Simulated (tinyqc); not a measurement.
Resonant-tunnelling diode, transfer matrices and Tsu-Esaki current: one step of the calculation.

Emitter (band edge 0), barrier d1, well Lw, barrier d2, spacer ds, collector (edge -V). The bias drops linearly over these layers and none in the contacts; each layer is cut into ns equal slices, flat at the value of their centres. E is the energy of motion across the layers, C = hbar^2/(2 m0), psi and psi'/m are continuous. Transport is coherent, T(E) is taken as independent of the transverse momentum, and charge in the well is ignored.

Problem. Current from the resonance alone. J = J0 times the integral over E > 0 of T(E) N(E), N = ln[(1 + exp((Ef - E)/Vt))/(1 + exp((Ef - V - E)/Vt))], J0 = q^2 mw m0 kB T/(2 pi^2 hbar^3) (times 1e-4 for A/cm^2 per eV). For a sharp resonance J = J0 (pi G/2) Tp N(Er), with Er the peak energy, Tp the peak transmission and G the full width at half maximum (in eV). The three values given are estimates from a parabola through three points of 1/T(E).

Inputs (values chosen for the exercise); masses and offsets of a made-up heterostructure: temperature T = 77 K; mass in the well, spacer and contacts mw = 0.03 m0; Fermi energy of both contacts above their band edges Ef = 0.023 eV; bias of the collector V = 0.024 V.

Constants: q = 1.602176634e-19 C, kB = 1.380649e-23 J/K, hbar = 1.054571817e-34 J s, m0 = 9.1093837015e-31 kg, Vt = kB T/q. Results are converted to the units shown.

Er = 0.022613865 eV
Tp = 0.92341980
G = 0.35291254 meV

Wanted: J0; N(Er); J.

Solution.

J0 = 3.2214e6 A/(cm^2 eV)
N(Er) = 0.69459
J = 1.1454 kA/cm^2

The full integral over T(E) gives 1.133 kA/cm^2; the value above is 1.1 % above it.

tinyqc, about 0.1 s, one thread, Intel Xeon 2.30GHz (shared host): `OMP_NUM_THREADS=1 python tinyqc.py 2600025 2600026 out.jsonl`
